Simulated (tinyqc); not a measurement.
Changing the bath temperature T2: precursor delivery by bubblers, mass-transport growth and the solid composition of a III-V alloy. Computed by tinyqc, a small Python program. Command: `OMP_NUM_THREADS=1 python tinyqc.py 3015549 3015550 out.jsonl movpe_thermo sweep`. One thread of a shared host (Intel(R) Xeon(R) Processor @ 2.30GHz), about 0.01 s of CPU time with the checks.

1 sccm = 44.615 micromol/min; 1 torr = 133.322 Pa. The sources decompose fully at the surface.

Inputs (values chosen for the exercise, modelled on triethylgallium (source 1) and trimethylindium (source 2) for the vapour pressures):
```
quantity,value,unit
bath temperature T1,280,K
bubbler pressure p_b,1400,torr
carrier flow F1,140,sccm
carrier flow F2,90,sccm
total flow F_t,3.1,slm
group-V flow F_V,350,sccm
reactor pressure p,40,torr
growth temperature T,1040,K
diffusivity at 273 K and 760 torr,0.44,cm^2/s
flow cross-section A,59,cm^2
distance from the leading edge z,5,cm
lattice constant a,5.54,angstrom
interaction L0 of the solid,5.77,kJ/mol
"log10 of p_B,eq over pure BC at 1000 K and 1 torr of group V (exaggerated: liquid indium has about -4.1)",-2.5,log10 torr
enthalpy of that equilibrium H,317,kJ/mol
```

Alloy: mixing on the group-III sites, with desorption of B.

constants a, b of source 1 (log10 torr, K): [8.061, 2162]

constants a, b of source 2 (log10 torr, K): [10.52, 3014]

Constants: k_B = 1.380649e-23 J/K; R = 8.314462618 J/(mol K).

Method:
- log10 p_v = a - b/T_bath; molar flow = F x 44.615 x p_v/(p_b - p_v) for a saturated bubbler.
- p_i = p n_i/(44615 F_t), F_t in slm; p_V = p F_V/(1000 F_t), counted per molecule supplied; V/III = 44.615 F_V/(n1 + n2); vapour fraction of source 2 = n2/(n1 + n2).
- Mean velocity u = (F_t/A)(760/p)(T/273); D = D0 (T/273)^1.75 (760/p); boundary layer delta = sqrt(pi D z/u); flux = D dp/(delta k_B T); growth rate = flux x a^3/4.
- A sticks fully. B desorbs: its surface pressure is p_B* = x gamma_B K/sqrt(p_V), ln gamma_B = L0 (1 - x)^2/(R T), K = 10^(log10 K at 1000 K) exp[-(H/R)(1/T - 1/1000)], p_V in torr. With equal diffusivities x = (p_2 - p_B*)/(p_1 + p_2 - p_B*). Growth rate = rate per torr x p_1/(1 - x).

One run for each value:
```
bath temperature T2 (K),vapour pressure 2 (torr),molar flow 2 (micromol/min),vapour fraction of source 2,solid fraction x
280,0.570,1.63,0.1434,0.0316
285,0.880,2.53,0.2055,0.0495
290,1.339,3.85,0.2825,0.0770
295,2.009,5.77,0.3714,0.1190
300,2.974,8.55,0.4667,0.1828
305,4.345,12.50,0.5614,0.2771
310,6.272,18.07,0.6492,0.4047
315,8.948,25.83,0.7256,0.5478
```

Over the rows, vapour pressure 2 (torr) rises from 0.570 to 8.95 (exponent d ln y / d ln x 25 between the first rows and 22 between the last); molar flow 2 (micromol/min) rises from 1.63 to 25.8 (exponent d ln y / d ln x 25 between the first rows and 22 between the last); vapour fraction of source 2 rises from 0.143 to 0.726 (exponent d ln y / d ln x 20 between the first rows and 7.0 between the last).

Caution (all rows): the boundary layer is a quarter or more of the root of the cross-section, so it fills much of the channel and depletion along the flow matters.

Extremes, crossings and ranges named in words are read from the listed rows.
